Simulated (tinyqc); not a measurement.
## Transit time and capacitance from two cut-off frequencies

Question. 1/(2 pi fT) = tauF + Vt C/JC, C the sum of the junction capacitances per area. Find C, tauF and the limit of fT at high current.

Inputs (values chosen for the exercise):
- T = 250 K (temperature)

Constants: q = 1.602176634e-19 C, kB = 1.380649e-23 J/K, Vt = kB T/q. Results are converted to the units shown.

JC (mA/um^2): [0.021, 0.43]
fT (GHz): [20.951356, 29.100119]

Answer. The delay is a straight line in 1/JC with slope Vt C and intercept tauF.

C = 2.18 fF/um^2
tauF = 5.36 ps
limit of fT = 29.7 GHz

tinyqc, about 0.01 s, one thread, Intel Xeon 2.30GHz (shared host): `OMP_NUM_THREADS=1 python tinyqc.py 2320156 2320157 out.jsonl`
